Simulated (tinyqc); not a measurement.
What moves the efficiency: defect, radiative and Auger recombination at equal electron and hole densities (ABC model).

J/(e d) = Ae n + B n^2 + C n^3 with Ae = A + 4 S/w (four side walls, carriers spread evenly), e = 1.602176634e-19 C, lengths in cm; internal efficiency IQE = B n^2/(Ae n + B n^2 + C n^3); all injected carriers recombine in the layer.

Values chosen for the exercise (orders of magnitude like those quoted for Si; the results hold for these values, not for the real material):
- A = 11000 1/s (defect rate)
- B = 5.4e-15 cm^3/s (radiative coefficient)
- C = 1.8e-30 cm^6/s (Auger coefficient)
- S = 0 cm/s (recombination velocity of the side walls)
- w = 3400 micrometre (side of the square mesa)
- d = 140000 nm (active thickness)
- J = 7.9 A/cm^2 (current density)

IQE_max = Q/(Q + 2) with Q = B/sqrt(Ae C), reached at n = sqrt(Ae/C).

One parameter was then changed.

Results before and after:

| case | n (1/cm^3) | IQE | IQE_max | J at the peak (A/cm^2) |
|---|---|---|---|---|
| base | 1.080e+17 | 0.01790 | 0.01883 | 3.93 |
| changed | 9.273e+16 | 0.01318 | 0.01339 | 11.1 |

Which of these changes was made? (a) B = 8.1e-15 cm^3/s; (b) d = 280000 nm; (c) A = 22000 1/s; (d) J = 23.7 A/cm^2; (e) C = 3.6e-30 cm^6/s.

Answer: (c) A = 22000 1/s. Of the candidates, run in turn, only this one gives the changed row.

All candidates:

| case | n (1/cm^3) | IQE | IQE_max | J at the peak (A/cm^2) |
|---|---|---|---|---|
| base | 1.080e+17 | 0.01790 | 0.01883 | 3.93 |
| A = 22000 1/s | 9.273e+16 | 0.01318 | 0.01339 | 11.1 |
| B = 8.1e-15 cm^3/s | 1.076e+17 | 0.02664 | 0.02798 | 3.97 |
| C = 3.6e-30 cm^6/s | 8.861e+16 | 0.01204 | 0.01339 | 2.76 |
| d = 280000 nm | 7.836e+16 | 0.01883 | 0.01883 | 7.86 |
| J = 23.7 A/cm^2 | 1.682e+17 | 0.01446 | 0.01883 | 3.93 |

Computed by tinyqc, a small Python program: `OMP_NUM_THREADS=1 python tinyqc.py 1682788 1682789 out.jsonl` (the numbers bound the seed that draws the inputs); one thread of a shared host (Intel(R) Xeon(R) Processor @ 2.30GHz), about 0.01 s for the whole set of steps.
